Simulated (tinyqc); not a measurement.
Plane-wave Kohn-Sham cycle with exchange-only LDA in a layered model solid, step by step. Computed by tinyqc, a small Python program that keeps every step. Settings: points = 16, plane-wave index or count = 3, electrons = 4, k points = 3, area = 32.0, mixing = 0.5, iteration cap = 52. Command: `OMP_NUM_THREADS=1 python tinyqc.py 20569 20570 out.jsonl` (the two numbers bound the seeds that draw the settings). One thread of a shared host (Intel(R) Xeon(R) Processor @ 2.60GHz), about 0.01 s of CPU time with the checks. Later iterations appear only in the table of the cycle.

## Iteration 1: potential

A solid whose potential varies along x alone (atomic units):
```
parameter                      value
period a                    7.900000
cross-section of the cell  32.000000
electrons per cell                 4
grid points                       16
plane waves -n..n, n               3
k points                           3
V1 in V1 cos(2 pi x/a)     -0.210000
```

density at the start, on the grid x_j = j a/N (e/bohr^3): [0.015823, 0.015823, 0.015823, 0.015823, 0.015823, 0.015823, 0.015823, 0.015823, 0.015823, 0.015823, 0.015823, 0.015823, 0.015823, 0.015823, 0.015823, 0.015823]

V_H(G) = 4 pi rho(G)/G^2 for G != 0 (uniform background); v_x = -(3 rho/pi)^(1/3); V = V_ext + V_H + v_x; Fourier components f(G_m) = (1/N) sum_j f(x_j) exp(-i G_m x_j).

Potentials on the grid (hartree):
```
x         V_ext     V_H      v_x        V
0.0000  -0.2100  0.0000  -0.2472  -0.4572
0.4938  -0.1940  0.0000  -0.2472  -0.4412
0.9875  -0.1485  0.0000  -0.2472  -0.3957
1.4812  -0.0804  0.0000  -0.2472  -0.3276
1.9750        0  0.0000  -0.2472  -0.2472
2.4688   0.0804  0.0000  -0.2472  -0.1669
2.9625   0.1485  0.0000  -0.2472  -0.0987
3.4562   0.1940  0.0000  -0.2472  -0.0532
3.9500   0.2100  0.0000  -0.2472  -0.0372
4.4437   0.1940  0.0000  -0.2472  -0.0532
4.9375   0.1485  0.0000  -0.2472  -0.0987
5.4313   0.0804  0.0000  -0.2472  -0.1669
5.9250        0  0.0000  -0.2472  -0.2472
6.4188  -0.0804  0.0000  -0.2472  -0.3276
6.9125  -0.1485  0.0000  -0.2472  -0.3957
7.4062  -0.1940  0.0000  -0.2472  -0.4412
```

V(G_m), m = 0, 1, 2, ... (hartree): [-0.2472, -0.1050, 0.0000, 0.0000, 0.0000, 0.0000, 0.0000]

## Iteration 1: Hamiltonian at one k

k = 0.0000 2 pi / a

H(m,m') = (k + G_m)^2/2 delta + V(G_m - G_m'), with V(-G) = V(G).

H (hartree), order -3, -2, -1, +0, +1, +2, +3:
```
[[2.5993, -0.1050, 0.0000, 0.0000, 0.0000, 0.0000, 0.0000],
 [-0.1050, 1.0179, -0.1050, 0.0000, 0.0000, 0.0000, 0.0000],
 [0.0000, -0.1050, 0.0691, -0.1050, 0.0000, 0.0000, 0.0000],
 [0.0000, 0.0000, -0.1050, -0.2472, -0.1050, 0.0000, 0.0000],
 [0.0000, 0.0000, 0.0000, -0.1050, 0.0691, -0.1050, 0.0000],
 [0.0000, 0.0000, 0.0000, 0.0000, -0.1050, 1.0179, -0.1050],
 [0.0000, 0.0000, 0.0000, 0.0000, 0.0000, -0.1050, 2.5993]]
```

## Iteration 1: levels at that k

Diagonalise the Hermitian matrix.

eigenvalues (hartree): [-0.3072, 0.0575, 0.1173, 1.0225, 1.0227, 2.6063, 2.6063]

## Iteration 1: new density

Motion across x is left out: the lowest 2 band(s) hold two electrons at each of the k points (j + 1/2)/nk - 1/2. Residual R = rho(out) - rho(in); rho(new) = rho(in) + 0.5 R. rho(out) = 2/(a A nk) sum |psi|^2 with psi = sum c exp(i G x). Harris energy E = band energy - dV sum rho (V_H/2 + v_x) + (3/4) dV sum rho v_x with rho(in), dV = a A/N, band energy = (2/nk) sum of the filled levels.

rho(out) (e/bohr^3): [0.019575, 0.020233, 0.021230, 0.020777, 0.018182, 0.014296, 0.010546, 0.007985, 0.007092, 0.007985, 0.010546, 0.014296, 0.018182, 0.020777, 0.021230, 0.020233]

density after iteration 1 (e/bohr^3): [0.017699, 0.018028, 0.018526, 0.018300, 0.017002, 0.015060, 0.013185, 0.011904, 0.011457, 0.011904, 0.013185, 0.015060, 0.017002, 0.018300, 0.018526, 0.018028]

energy per cell = -0.392544 hartree

## Iteration 2: potential

As before.

Potentials on the grid (hartree):
```
x         V_ext      V_H      v_x        V
0.0000  -0.2100   0.0617  -0.2566  -0.4049
0.4938  -0.1940   0.0588  -0.2582  -0.3935
0.9875  -0.1485   0.0490  -0.2606  -0.3601
1.4812  -0.0804   0.0311  -0.2595  -0.3087
1.9750        0   0.0060  -0.2532  -0.2472
2.4688   0.0804  -0.0226  -0.2432  -0.1854
2.9625   0.1485  -0.0489  -0.2326  -0.1331
3.4562   0.1940  -0.0673  -0.2248  -0.0981
3.9500   0.2100  -0.0739  -0.2220  -0.0859
4.4437   0.1940  -0.0673  -0.2248  -0.0981
4.9375   0.1485  -0.0489  -0.2326  -0.1331
5.4313   0.0804  -0.0226  -0.2432  -0.1854
5.9250        0   0.0060  -0.2532  -0.2472
6.4188  -0.0804   0.0311  -0.2595  -0.3087
6.9125  -0.1485   0.0490  -0.2606  -0.3601
7.4062  -0.1940   0.0588  -0.2582  -0.3935
```

V(G_m), m = 0, 1, 2, ... (hartree): [-0.2464, -0.0800, 0.0005, 0.0002, 0.0001, 0.0000, 0.0000]

## Iteration 2: Hamiltonian at one k

k = 0.0000 2 pi / a

As before.

H (hartree), order -3, -2, -1, +0, +1, +2, +3:
```
[[2.6001, -0.0800, 0.0005, 0.0002, 0.0001, 0.0000, 0.0000],
 [-0.0800, 1.0187, -0.0800, 0.0005, 0.0002, 0.0001, 0.0000],
 [0.0005, -0.0800, 0.0698, -0.0800, 0.0005, 0.0002, 0.0001],
 [0.0002, 0.0005, -0.0800, -0.2464, -0.0800, 0.0005, 0.0002],
 [0.0001, 0.0002, 0.0005, -0.0800, 0.0698, -0.0800, 0.0005],
 [0.0000, 0.0001, 0.0002, 0.0005, -0.0800, 1.0187, -0.0800],
 [0.0000, 0.0000, 0.0001, 0.0002, 0.0005, -0.0800, 2.6001]]
```

## Iteration 2: levels at that k

As before.

eigenvalues (hartree): [-0.2831, 0.0626, 0.1003, 1.0213, 1.0215, 2.6042, 2.6042]

## Iteration 2: new density

As before.

rho(out) (e/bohr^3): [0.018242, 0.018898, 0.020053, 0.020126, 0.018296, 0.015067, 0.011664, 0.009200, 0.008314, 0.009200, 0.011664, 0.015067, 0.018296, 0.020126, 0.020053, 0.018898]

density after iteration 2 (e/bohr^3): [0.017970, 0.018463, 0.019290, 0.019213, 0.017649, 0.015063, 0.012424, 0.010552, 0.009886, 0.010552, 0.012424, 0.015063, 0.017649, 0.019213, 0.019290, 0.018463]

energy per cell = -0.364560 hartree

## Convergence

Stop when sqrt(dV sum R^2) is below 1e-8, dV = a A/N.

Course of the cycle:
```
iteration  E (hartree)  norm of the residual
1            -0.392544              8.25e-02
2            -0.364560              2.68e-02
3            -0.362364              1.00e-02
4            -0.362206              4.40e-03
5            -0.362197              2.13e-03
6            -0.362196              1.06e-03
7            -0.362197              5.36e-04
8            -0.362197              2.71e-04
9            -0.362197              1.37e-04
10           -0.362197              6.96e-05
11           -0.362197              3.53e-05
...                ...                   ...
14           -0.362197              4.58e-06
15           -0.362197              2.32e-06
16           -0.362197              1.18e-06
17           -0.362197              5.97e-07
18           -0.362197              3.02e-07
19           -0.362197              1.53e-07
20           -0.362197              7.78e-08
21           -0.362197              3.94e-08
22           -0.362197              2.00e-08
23           -0.362197              1.01e-08
24           -0.362197              5.15e-09
```

Converged in 24 iterations. Before convergence this energy mixes input and output and is not variational, so it may rise towards its limit.
